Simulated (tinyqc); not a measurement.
MOSFET in the linear regime without short-channel effects, parameter extraction from computed curves: extraction methods against the drawn gate length.

Inversion charge Q = Cox n Vt W0(exp((Vg - VT)/(n Vt))), W0 the Lambert function and n = nf; u = Q/Cox; mobility mu = mu0/(1 + th1 u + th2 u^2); channel resistance Rch = (L - dL)/(W mu Q); Id = Vd/(Rch + Rsd/W). Cox = eps0 eox/tox. Small Vd, no channel-length or drain effects.

From the continuous curve Id(Vg): tangent at peak gm (V_ext = Vg - Id/gm); constant current Id = 0.1 uA W/L; peak of d2Id/dVg2; Y = Id/sqrt(gm) drawn through Vg = VT + 0.6 and VT + 0.8 V, with intercept VT_Y and slope s. Mobilities gm,max L/(W Cox Vd) and s^2 L/(W Cox Vd) with the drawn L. Last column: share of Rsd/W in the total resistance at VT + 0.8 V.

Inputs (values chosen for the exercise); channel values of the order met in silicon transistors: temperature T = 200 K; relative permittivity of the gate insulator (close to silicon dioxide) eox = 3.9; insulator thickness tox = 7.8 nm; low-field mobility mu0 = 430 cm^2/(V s); first mobility attenuation factor th1 = 0.57 1/V; second mobility attenuation factor th2 = 0 1/V^2; threshold voltage VT = 0.38 V; body factor nf = 1.16; gate width W = 0.5 um; drawn less effective length dL = 0.018 um; source plus drain resistance Rsd = 320 ohm um; drain voltage Vd = 0.02 V.

Constants: q = 1.602176634e-19 C, kB = 1.380649e-23 J/K, Vt = kB T/q, eps0 = 8.8541878128e-14 F/cm where lengths are in cm. Results are converted to the units shown.

Extraction methods against the drawn gate length:

| L (um) | V_ext (V) | constant current (V) | second derivative (V) | VT_Y (V) | mobility from gm (cm^2/(V s)) | mobility from Y (cm^2/(V s)) | series share (%) |
|---|---|---|---|---|---|---|---|
| 0.03 | 0.360 | 0.380 | 0.366 | 0.418 | 478 | 1.01e3 | 72.3 |
| 0.062 | 0.373 | 0.399 | 0.372 | 0.418 | 365 | 569 | 41.6 |
| 0.13 | 0.379 | 0.406 | 0.373 | 0.418 | 337 | 469 | 21.9 |
| 0.27 | 0.383 | 0.409 | 0.374 | 0.418 | 329 | 433 | 11.1 |
| 0.56 | 0.384 | 0.411 | 0.374 | 0.418 | 325 | 417 | 5.47 |
| 1.2 | 0.385 | 0.412 | 0.374 | 0.418 | 324 | 410 | 2.58 |
| 2.4 | 0.386 | 0.412 | 0.374 | 0.418 | 324 | 407 | 1.30 |
| 5 | 0.386 | 0.412 | 0.374 | 0.418 | 323 | 405 | 0.625 |

What does the comparison show?

The model has VT = 0.38 V and mu0 = 430 cm^2/(V s). Over the table the extracted thresholds move by 26 mV (tangent), 33 mV (constant current), 8.5 mV (second derivative), under 0.5 mV (Y function). The mobility from gm falls from 478 to 323 and that from Y falls from 1010 to 405 cm^2/(V s).

Numbers from tinyqc (`OMP_NUM_THREADS=1 python tinyqc.py 2210111 2210112 out.jsonl`; about 0.01 s on one thread of a shared Intel Xeon 2.30GHz).
